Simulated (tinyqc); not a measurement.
Three-band tight binding of a dichalcogenide monolayer, step by step. Values are carried at full precision from step to step, so a last printed digit may differ when a step is redone from the rounded ones.

Basis dz2, dxy, dx2-y2 on a triangular lattice, nearest neighbours; alpha = kx a/2, beta = sqrt3 ky a/2. h0 = e1 + 2 t0 (cos 2alpha + 2 cos alpha cos beta); h1 = -2 sqrt3 t2 sin alpha sin beta + 2i t1 (sin 2alpha + sin alpha cos beta); h2 = 2 t2 (cos 2alpha - cos alpha cos beta) + 2i sqrt3 t1 cos alpha sin beta; h11 = e2 + 2 t11 cos 2alpha + (t11 + 3 t22) cos alpha cos beta; h22 = e2 + 2 t22 cos 2alpha + (3 t11 + t22) cos alpha cos beta; h12 = sqrt3 (t22 - t11) sin alpha sin beta + 4i t12 sin alpha (cos alpha - cos beta) + i lam sz. H = [[h0, h1, h2], [., h11, h12], [., ., h22]], Hermitian; the lowest band of each spin is filled. K = (4 pi/3a, 0), M = (pi/a, pi/(sqrt3 a)).

Parameters, chosen for this exercise (near a published set for monolayer WSe2; shifted at random, so the results belong to these values and not to a real crystal):
- a = 3.334 angstrom (lattice constant)
- e1 = 0.94 eV (level of dz2)
- e2 = 2.175 eV (level of dxy and dx2-y2)
- t0 = -0.204 eV (hopping)
- t1 = 0.458 eV (hopping)
- t2 = 0.479 eV (hopping)
- t11 = 0.265 eV (hopping)
- t12 = 0.336 eV (hopping)
- t22 = 0.035 eV (hopping)
- lam = 0.233 eV (spin-orbit constant)
- sz = 1 (spin)
- k = (1.24, 0.37) 1/angstrom (wave vector)

## H at one k

Form alpha, beta and the matrix.

alpha, beta (rad): 2.06708  1.06831

H (eV):
```
                    z2               xy            x2-y2
z2              1.3501  -1.2788-0.3792i  -0.3039-0.6621i
xy     -1.2788+0.3792i           1.8005  -0.3070-0.8989i
x2-y2  -0.3039+0.6621i  -0.3070+0.8989i           1.9464
```

## Levels and weights

Diagonalise H.

levels (eV): -0.3578  2.3587  3.0960

weights:
```
       band 1  band 2  band 3
z2      0.434   0.336   0.231
xy      0.363   0.057   0.580
x2-y2   0.203   0.607   0.190
```

## Closed forms at K and Gamma

Three-band model of dz2 (level e1) and dxy, dx2-y2 (level e2), spin sz = +/-1; t1 and t2 drop out at these points. At K: e2 - (3/2)(t11 + t22) - 3 sqrt3 t12 + lam sz (valence), e1 - 3 t0 (conduction), e2 - (3/2)(t11 + t22) + 3 sqrt3 t12 - lam sz. At Gamma: e1 + 6 t0 (valence) and e2 + 3 (t11 + t22) -/+ lam.

Levels (eV):
```
point          band 1  band 2  band 3
K, spin up     0.2121  1.5520  3.2379
K, spin down  -0.2539  1.5520  3.7039
Gamma         -0.2840  2.8420  3.3080
```

smallest direct gap at K = 1.3399 eV
Ev(K) - Ev(Gamma) = 0.4961 eV

Of the two points, the valence band is higher at K, by 496 meV. The dz2 conduction state at K has no atomic orbital angular momentum (Lz = 0) and is not split at this order.

## Bands for both spins

The two lowest bands at the points named.

Levels (eV):
```
k           v, up   c, up  v, down  c, down
G         -0.2840  2.8420  -0.2840   2.8420
G-K 0.25  -0.4796  2.8003  -0.5146   2.9002
G-K 0.5   -0.6216  2.7390  -0.7788   2.9273
G-K 0.6   -0.5624  2.7989  -0.7752   2.7635
G-K 0.75  -0.3088  2.3683  -0.6098   2.2291
G-K 0.9    0.0769  1.7372  -0.3382   1.6905
K          0.2121  1.5520  -0.2539   1.5520
K-M 0.5   -0.2415  2.1700  -0.5173   2.0486
M         -0.5441  2.3162  -0.5441   2.3162
M-G 0.5   -0.6579  2.6597  -0.6579   2.6597
```

The spins are degenerate from M to Gamma, since a vertical mirror plane holds this line and flips sz, and the valence splitting is largest at K (466 meV). The lowest conduction level listed is at K. With nearest neighbours alone the model is made for the neighbourhood of K.

## Checks

- Closed forms at K against the matrix: they agree to 1e-10 or better.

Computed by tinyqc, a small Python program: `OMP_NUM_THREADS=1 python tinyqc.py 1450889 1450890 out.jsonl` (the numbers bound the seed that draws the inputs); one thread of a shared host (Intel(R) Xeon(R) Processor @ 2.30GHz), about 0.01 s for the whole set of steps.
